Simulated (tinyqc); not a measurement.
Haynes-Shockley experiment: what a collector records, against the sweep field along the drift.

A sheet injected at x = 0, t = 0 gives at x = L the signal n(t) = N0 exp(-t/tau - (L - v t)^2/(4 D t))/sqrt(4 pi D t), D = mu Vt, v = mu F. Its peak lies at tp = [-D + sqrt(D^2 + u^2 L^2)]/u^2, u^2 = v^2 + 4 D/tau; dt is the full width at half height. Simple readings: mobility L/(F tp), diffusion coefficient (L dt/tp)^2/(16 ln 2 tp). Area v times the integral of n over N0: (v/u) exp(L (v - u)/(2 D)).

Parameters, values chosen for the exercise: temperature T = 300 K; minority-carrier mobility mu = 1330 cm^2/(V s); lifetime tau = 3.1e-6 s; distance from injector to collector L = 280 um.

Constants: q = 1.602176634e-19 C, kB = 1.380649e-23 J/K, Vt = kB T/q. Results are converted to the units shown.

Haynes-Shockley experiment: what a collector records, against the sweep field along the drift:
```
F (V/cm)  L/v (us)  tp (us)   dt (us)  apparent mobility (cm^2/(V s))  apparent D (cm^2/s)      area  exp(-L/(v tau))
2.3         9.1533   3.2334    4.6787                          3765.1               45.779  0.073335         0.052199
4           5.2632   2.8454    3.7856                          2460.1               43.976   0.16927          0.18309
6.9         3.0511   2.2163    2.5238                          1831.0               41.363   0.33552          0.37373
12          1.7544   1.5082    1.3722                          1547.1               38.804   0.53606          0.56783
21          1.0025  0.93435   0.65319                          1427.0               36.976   0.70711          0.72369
36         0.58480  0.56469   0.30239                          1377.4               35.898   0.82093          0.82808
63         0.33417  0.32829   0.13282                          1353.8               35.246   0.89514          0.89781
110        0.19139  0.18959  0.057984                          1342.6               34.875   0.93919          0.94013
```

True values: mu = 1330 cm^2/(V s), D = 34.4 cm^2/s. The apparent mobility is 2.83 times the true one in the first row and 0.95 % above it in the last, and the apparent D 33 % above and 1.4 % above D. The peak always comes before L/v, since spreading and decay both weigh down the later part of the signal; the shift is 65 % and 0.94 % in these rows.

Program tinyqc, `OMP_NUM_THREADS=1 python tinyqc.py 2310004 2310005 out.jsonl`; Intel Xeon 2.30GHz, shared host, one thread, about 0.01 s.
